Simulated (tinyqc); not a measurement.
Error of the time step: velocity overshoot from momentum and energy balance equations after a field step. Computed by tinyqc, a small Python program. Command: `OMP_NUM_THREADS=1 python tinyqc.py 3022945 3022946 out.jsonl overshoot walk`. One thread of a shared host (Intel(R) Xeon(R) Processor @ 2.30GHz), about 0.03 s of CPU time with the checks.

At t = 0 the field jumps from 0 to F in a uniform sample. v is the drift velocity and u = w - (3/2) k_B T the excess energy per carrier.

Inputs (values chosen for the exercise, modelled on electrons in germanium except for tau_E):
```
quantity                      value        unit
effective mass m               0.12         m_0
low-field mobility mu_0        3900  cm^2/(V s)
saturation velocity v_s        0.69    1e7 cm/s
energy relaxation time tau_E   0.89          ps
field after the step F          3.9       kV/cm
lattice temperature T           300           K
time step dt                    6.6          fs
```

Scheme: implicit in the damping.

Constants: m_0 = 9.1093837015e-31 kg; e = 1.602176634e-19 C; k_B = 8.617333262e-05 eV/K.

Method:
- dv/dt = e F/m - v/tau_m(u), du/dt = e F v - u/tau_E, tau_m(u) = tau_0/(1 + c u), tau_0 = m mu_0/e, c = mu_0/(e tau_E v_s^2); this choice gives the steady state v (1 + mu_0 F v/v_s^2) = mu_0 F, which saturates at v_s. Steady velocity v = 2 mu_0 F/(1 + sqrt(1 + 4 (mu_0 F/v_s)^2)); u = e F v tau_E; carrier temperature T + 2u/(3 k_B), neglecting the drift energy m v^2/2.
- Step: v_new = (v + dt e F/m)/(1 + dt/tau_m(u)), u_new = (u + dt e F v_new)/(1 + dt/tau_E). Start v = u = 0; the distance adds dt (v + v_new)/2.
- The peak velocity is recomputed with dt/2 and dt/4 and by an adaptive Runge-Kutta method (tolerance 1e-9).

tau_0 = 266.087 fs

acceleration e F/m = 0.00571617 1e7 cm/s per fs

c = 92.0400 1/eV

steady velocity = 0.551019 1e7 cm/s

Peak velocity:
```
step      v_peak (1e7 cm/s)  error (%)
dt                  0.89936   -0.20896
dt/2                0.90028   -0.10601
dt/4                0.90076   -0.05313
adaptive            0.90124    0.00000
```

What does the comparison show, and why?

The implicit scheme puts the peak 0.21 % too low; halving dt divides the error by 1.97, as a first-order method should.

Extremes, crossings and ranges named in words are read from the listed rows.
